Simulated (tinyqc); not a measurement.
Deep trap from a strong local potential in a two-band host (Koster-Slater model with semi-elliptic bands): one step, computed by the program tinyqc.

The valence band spans -2 W_v to 0 and the conduction band E_g to E_g + 2 W_c. The orbital at the impurity site has weight f_v in the valence band and 1 - f_v in the conduction band, each spread as a semi-ellipse (2/(pi W^2)) sqrt(W^2 - x^2) about the band centre. The impurity adds U to this orbital. Spin is left out.

Task: Green function at the trial energy. In the gap G(E) = f_v (2/W_v^2)[x - sqrt(x^2 - W_v^2)] - (1 - f_v)(2/W_c^2)[y - sqrt(y^2 - W_c^2)], x = E + W_v, y = E_g + W_c - E. The potential that would put a level at E is U = 1/G(E).

Inputs (values chosen for the exercise, with a gap close to that of GaP):
```
quantity                                value  unit
gap E_g                                  2.23    eV
half-width of the valence band W_v        2.4    eV
half-width of the conduction band W_c     5.3    eV
valence weight f_v of the site orbital   0.42     -
trial energy E                            1.8    eV
```

Give: valence part; conduction part; G(E); potential needed.

Result:

valence part = 0.1099 1/eV

conduction part = -0.1467 1/eV

G(E) = -0.03684 1/eV

potential needed = -27.14 eV
